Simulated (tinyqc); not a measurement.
Isotype n-N heterojunction, non-linear Poisson equation by Newton steps, Fermi-Dirac statistics: one step of the calculation.

One dimension, material 1 (n-type) at x < 0 and material 2 (n-type) at x > 0. Band edges: Ec = -psi in material 1 and -psi + dEc in material 2, Ev = Ec - Eg. Equilibrium, Fermi level at 0. n = Nc F((EFn - Ec)/Vt), p = Nv F((Ev - EFp)/Vt), with F(eta) = F_1/2(eta) = (2/sqrt(pi)) int_0^infinity sqrt(u) du/(1 + exp(u - eta)) (Fermi-Dirac statistics); full ionisation, no interface charge, classical densities; the doping types are chosen for the exercise.

Question. Newton step. Solve the tridiagonal system a_(i-1) d_(i-1) + b_i d_i + a_i d_(i+1) = -F_i for nodes 1 to 9, with d = 0 on fixed nodes. Each component d is damped to sign(d) Vt ln(1 + |d|/Vt) before it is added.

Inputs (values chosen for the exercise): temperature T = 300 K.

Constants: q = 1.602176634e-19 C, kB = 1.380649e-23 J/K, Vt = kB T/q. Results are converted to the units shown.

```
interval,coupling a_i (F/cm^2)
0,1.2957348e-7
1,2.0161338e-7
2,3.0444199e-7
3,4.6397491e-7
4,7.3118454e-7
5,4.9926698e-7
6,3.2945815e-7
7,2.1628550e-7
8,1.4529949e-7
9,9.4444670e-8
```

```
node,diagonal b (F/cm^2),residual F (C/cm^2)
1,-2.8691326e-6,1.0540522e-11
2,-2.0619337e-6,5.0654402e-10
3,-1.5157506e-6,3.9615517e-9
4,-1.4496543e-6,-9.4266871e-8
5,-2.3025415e-6,8.3934299e-8
6,-1.8070028e-6,-1.4529536e-8
7,-1.4019115e-6,-5.0373050e-9
8,-1.2800264e-6,-6.1346586e-10
9,-1.5192637e-6,-1.8733460e-11
```

```
node,psi after iteration 1 (V)
0,-0.06173169
1,-0.06185782
2,-0.06347807
3,-0.07210258
4,-0.08957000
5,-0.24664087
6,-0.26138057
7,-0.27667301
8,-0.28576773
9,-0.28807300
10,-0.28833158
```

Find: Newton step d, before damping; psi after iteration 2.

Answer.

```
node,"Newton step d, before damping (V)"
1,-0.00016
2,-0.00228
3,-0.01701
4,-0.06262
5,0.01556
6,-0.00463
7,-0.00489
8,-0.00132
9,-0.00014
```

```
node,psi after iteration 2 (V)
0,-0.0617
1,-0.0620
2,-0.0657
3,-0.0852
4,-0.1214
5,-0.2345
6,-0.2656
7,-0.2811
8,-0.2871
9,-0.2882
10,-0.2883
```

Numbers from tinyqc (`OMP_NUM_THREADS=1 python tinyqc.py 2040129 2040130 out.jsonl`; about 0.1 s on one thread of a shared Intel Xeon 2.30GHz).
